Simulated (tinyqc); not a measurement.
Six-band Luttinger-Kohn model with strain: one step. Levels and their make-up. Four cases, with inputs chosen for the exercise.

Task: Diagonalise H. The weights add +m and -m and are averaged over each pair; m is taken along z.

Give: levels from the top, each twofold; weights.

Case 1.

H(k) (eV), lower triangle (Hermitian):
```
                      3/2,3/2              3/2,1/2            3/2,-1/2             3/2,-3/2    1/2,1/2
3/2,3/2             -0.054294
3/2,1/2   -0.002246+0.007134i            -0.074069
3/2,-1/2  -0.005894-0.036463i                    0           -0.074069
3/2,-3/2                    0  -0.005894-0.036463i  0.002246-0.007134i            -0.054294
1/2,1/2   -0.001588+0.005045i            -0.013983  0.002751+0.008737i   0.008336-0.051566i  -0.110182
1/2,-1/2  -0.008336-0.051566i   0.002751-0.008737i            0.013983  -0.001588-0.005045i          0

           1/2,-1/2
1/2,-1/2  -0.110182
```

Result:

levels from the top, each twofold (eV): -0.0016  -0.0918  -0.1451

weights:
```
               top  second  third
|3/2,+-3/2>  0.586   0.126  0.288
|3/2,+-1/2>  0.229   0.717  0.054
|1/2,+-1/2>  0.185   0.157  0.658
```

The top pair is 59 % |3/2,+-3/2>, the second pair is 72 % |3/2,+-1/2> and the third pair is 66 % |1/2,+-1/2>.

Case 2.

H(k) (eV), lower triangle (Hermitian):
```
                      3/2,3/2              3/2,1/2   3/2,-1/2            3/2,-3/2    1/2,1/2
3/2,3/2              0.038277
3/2,1/2                     0            -0.054521
3/2,-1/2  -0.080386+0.000278i                    0  -0.054521
3/2,-3/2                    0  -0.080386+0.000278i          0            0.038277
1/2,1/2                     0            -0.065618          0  0.113683+0.000394i  -0.111122
1/2,-1/2  -0.113683+0.000394i                    0   0.065618                   0          0

           1/2,-1/2
1/2,-1/2  -0.111122
```

Result:

levels from the top, each twofold (eV): 0.1505  -0.1009  -0.1770

weights:
```
               top  second  third
|3/2,+-3/2>  0.599   0.250  0.151
|3/2,+-1/2>  0.200   0.750  0.050
|1/2,+-1/2>  0.201   0.000  0.799
```

The top pair is 60 % |3/2,+-3/2>, the second pair is 75 % |3/2,+-1/2> and the third pair is 80 % |1/2,+-1/2>.

Case 3.

H(k) (eV), lower triangle (Hermitian):
```
                      3/2,3/2              3/2,1/2   3/2,-1/2            3/2,-3/2    1/2,1/2
3/2,3/2             -0.053303
3/2,1/2                     0            -0.013863
3/2,-1/2  -0.007598+0.006166i                    0  -0.013863
3/2,-3/2                    0  -0.007598+0.006166i          0           -0.053303
1/2,1/2                     0             0.027889          0  0.010746+0.008721i  -0.774583
1/2,-1/2  -0.010746+0.008721i                    0  -0.027889                   0          0

           1/2,-1/2
1/2,-1/2  -0.774583
```

Result:

levels from the top, each twofold (eV): -0.0108  -0.0551  -0.7759

weights:
```
               top  second  third
|3/2,+-3/2>  0.046   0.954  0.000
|3/2,+-1/2>  0.953   0.046  0.001
|1/2,+-1/2>  0.001   0.001  0.998
```

The top pair is 95 % |3/2,+-1/2>, the second pair is 95 % |3/2,+-3/2> and the third pair is 100 % |1/2,+-1/2>.

Case 4.

H(k) (eV), lower triangle (Hermitian):
```
                      3/2,3/2              3/2,1/2             3/2,-1/2            3/2,-3/2    1/2,1/2
3/2,3/2             -0.081388
3/2,1/2    0.018219+0.028400i            -0.066886
3/2,-1/2  -0.003709+0.034485i                    0            -0.066886
3/2,-3/2                    0  -0.003709+0.034485i  -0.018219-0.028400i           -0.081388
1/2,1/2    0.012883+0.020082i             0.010255  -0.022313+0.034783i  0.005245+0.048770i  -0.117137
1/2,-1/2  -0.005245+0.048770i  -0.022313-0.034783i            -0.010255  0.012883-0.020082i          0

           1/2,-1/2
1/2,-1/2  -0.117137
```

Result:

levels from the top, each twofold (eV): -0.0225  -0.0541  -0.1888

weights:
```
               top  second  third
|3/2,+-3/2>  0.454   0.237  0.309
|3/2,+-1/2>  0.494   0.295  0.211
|1/2,+-1/2>  0.052   0.468  0.480
```

The top pair is 49 % |3/2,+-1/2>, the second pair is 47 % |1/2,+-1/2> and the third pair is 48 % |1/2,+-1/2>.

Computed by tinyqc, one run a case: `OMP_NUM_THREADS=1 python tinyqc.py N N+1 out.jsonl` with N = 1080940, 1081167, 1081222, 1081544; one thread of a shared Intel(R) Xeon(R) Processor @ 2.30GHz, about 0.07 s a run at most.
